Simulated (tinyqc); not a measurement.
Doping density: delta-doped layer in the Thomas-Fermi potential.

All donors ionised in the plane z = 0, zero temperature, energies from the Fermi level EF of the Thomas-Fermi model, which lies at the bulk band edge; c = hbar^2/2m0, q = e^2/(4 pi eps0). Layer in a (001) plane: two valleys with m_z = ml, m_d = mt (unprimed) and four with m_z = mt, m_d = sqrt(ml mt) (primed); m3 = (ml mt^2)^(1/3), gv = 6. With n = (gv/3 pi^2)(m3 (-V)/c)^(3/2) and V'' = -(4 pi q/eps) n for z > 0, the solution is V = -b/(|z| + z0)^4 with sqrt(b) = 20/K, K = (4 pi q/eps)(gv/3 pi^2)(m3/c)^(3/2), and z0^5 = 4b/(e F0), e F0 = 2 pi q N/eps; 1e13/cm^2 = 1e-3/angstrom^2. Exchange and correlation are left out.

Subbands solve -(c/m_z) psi'' + V psi = E psi on 1280 points of spacing z0/80; up to ten levels for each group, kept if bound with an rms width below 2.5 z0.

Constants: hbar^2/2m0 = 3.80998211 eV angstrom^2; e^2/(4 pi eps0) = 14.39964547 eV angstrom.

Parameters, chosen for this exercise (near those of a delta-doped layer in Si; the results hold for these values, not for the real material):
- ml = 0.941 m0 (longitudinal mass)
- mt = 0.196 m0 (transverse mass)
- eps = 11.8 (dielectric constant)
- Nl = (0.28, 0.56, 1.1, 2, 3.4, 5.6, 9) x 1e13/cm^2 (sheet densities)

The well, the lowest level and the filling anew; at zero temperature n_i = g m_d (mu - E_i)/(2 pi c), with mu fixed by sum n_i = N.

Results:

| N (1e13/cm^2) | z0 (angstrom) | depth (eV) | lowest (eV) | next - lowest (eV) | occupied | share of lowest (%) |
|---|---|---|---|---|---|---|
| 0.28 | 41.2 | 0.0221 | -0.0063 | 0.0035 | 2 | 35.5 |
| 0.56 | 35.8 | 0.0385 | -0.0122 | 0.0065 | 2 | 34.2 |
| 1.1 | 31.3 | 0.0660 | -0.0231 | 0.0118 | 2 | 32.8 |
| 2.0 | 27.8 | 0.1065 | -0.0404 | 0.0196 | 3 | 31.6 |
| 3.4 | 25.0 | 0.1628 | -0.0661 | 0.0305 | 3 | 30.3 |
| 5.6 | 22.6 | 0.2427 | -0.1044 | 0.0461 | 3 | 29.2 |
| 9.0 | 20.6 | 0.3547 | -0.1609 | 0.0678 | 3 | 28.1 |

What can be read from this table?

The depth grows as N^(4/5) and z0 shrinks as N^(-1/5): factors 16.1 and 2.00 for 32 times the doping. The lowest level deepens faster, with exponent 0.94, since the zero-point energy takes a smaller share of a deeper well (72 % falling to 55 %). The number of occupied subbands is 2 in the first row and 3 in the last. Up to N = 1.1 the donor spacing exceeds 1.5 Bohr radii (one radius, a0 eps/m with the density-of-states mass, is 19 angstrom), where a uniform sheet is a crude picture of discrete donors (beyond about three radii electrons stay on single donors).

Program tinyqc; command `OMP_NUM_THREADS=1 python tinyqc.py 1252730 1252731 out.jsonl`; about 0.2 s on one thread of a shared Intel(R) Xeon(R) Processor @ 2.30GHz.
